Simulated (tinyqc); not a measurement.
What each parameter does: model-solid line-up of a strained alloy layer on a substrate.

All values of the alloy are linear in x but the gap, Eg(x) = (1 - x) Eg_A + x Eg_B - C x (1 - x), and the valence edge, Ev(x) = (1 - x) Ev_A + x Ev_B + fv C x (1 - x); Ec = Ev + Eg. Ev is the top of the unstrained valence band on a scale common to all materials. In the layer only the Gamma valley of the conduction band is followed, also where an X or L valley would lie lower.

Coherent growth on a (110) face: e_par = (a_s - a)/a, e_perp = -(C11 + 3 C12 - 2 C44)/(C11 + C12 + 2 C44) e_par; exx = eyy = (e_par + e_perp)/2, ezz = e_par, exy = (e_perp - e_par)/2, eyz = ezx = 0.

Strained edges: Ec + ac tr(e); the valence edges are Ev plus the levels of the 6 x 6 matrix of X, Y, Z times spin with -Dso/3 + l exx + m (eyy + ezz) on the diagonal (cyclic), n exy off it, l = av + 2 b, m = av - b, n = sqrt(3) d. Spin-orbit term (Dso/3) L.sigma on X, Y, Z with (L_k)_ij = -i epsilon_kij: <X+|H|Y+> = -i Dso/3, <X+|H|Z-> = Dso/3, <Y+|H|Z-> = -i Dso/3, <Z+|H|X-> = -Dso/3, <Z+|H|Y-> = i Dso/3, <X-|H|Y-> = i Dso/3, and their conjugates; + and - are the spin along z.

dEc = Ec(substrate) - Ec(layer), dEv = Ev(layer) - Ev(substrate); positive values confine the carrier in the layer. Type I: both of one sign; type II: opposite signs; type III: the gaps do not overlap.

Values chosen for the exercise (A near GaAs, B near GaP, substrate near GaP; not measured data): a = (5.651, 5.455) angstrom (lattice constant of A, B); Eg = (1.527, 2.846) eV (gap at Gamma to the s-like level of A, B); Dso = (0.341, 0.081) eV (spin-orbit splitting of A, B); Ev = (-0.79, -1.28) eV (top of the unstrained valence band of A, B); ac = (-7.21, -8.22) eV (conduction deformation potential of A, B); av = (1.17, 1.72) eV (valence hydrostatic potential of A, B); b = (-2.02, -1.6) eV (tetragonal shear potential of A, B); d = (-4.79, -4.6) eV (trigonal shear potential of A, B); C11 = (122.7, 139.2) GPa (of A, B); C12 = (56.5, 61.1) GPa (of A, B); C44 = (59.4, 70.7) GPa (of A, B); C = 0.18 eV (bowing of the gap); fv = 0.3 (share of the bowing taken by the valence edge); a_s = 5.455 angstrom (substrate); Eg_s = 2.344 eV (lowest gap of the substrate); Ev_s = -1.28 eV (substrate valence edge); face = 110 (growth face); x = 0.83 (fraction of B).

Strained gap, valence splitting and offsets. Each row changes one parameter from the base and keeps the others.

Results:
```
case                     gap (eV)  splitting (meV)  dEc (eV)  dEv (eV)
base                       2.6587             37.8   -0.4147    0.1000
x = 0.81                   2.6368             41.6   -0.4046    0.1118
a_s = 5.475 angstrom       2.6214             17.1   -0.3719    0.0944
C = 0.28 eV                2.6446             37.8   -0.4049    0.1043
fv = 0.5                   2.6587             37.8   -0.4198    0.1051
Ev_s = -1.23 eV            2.6587             37.8   -0.3647    0.0500
b = (-2.323, -1.84) eV     2.6585             37.8   -0.4147    0.1002
Dso = (0.392, 0.093) eV    2.6588             38.9   -0.4147    0.1000
d = (-5.508, -5.29) eV     2.6551             42.5   -0.4147    0.1036
```

The largest shifts from the base row, up to three for each result and ties (the steps differ in size, so this ranks the rows, not the parameters). gap (eV): a_s -0.0373, x -0.0219, C -0.0141; unchanged at the printed digits by fv and Ev_s. splitting (meV): a_s -20.7, d +4.7, x +3.8; unchanged at the printed digits by C, fv, Ev_s and b. dEc (eV): Ev_s +0.0500, a_s +0.0429, x +0.0101; unchanged at the printed digits by b, Dso and d. dEv (eV): Ev_s -0.0500, x +0.0118, a_s -0.0056; unchanged at the printed digits by Dso.

Run: tinyqc, `OMP_NUM_THREADS=1 python tinyqc.py 1050913 1050914 out.jsonl`; Intel(R) Xeon(R) Processor @ 2.30GHz, one thread, shared host; about 0.02 s of CPU time with all checks.
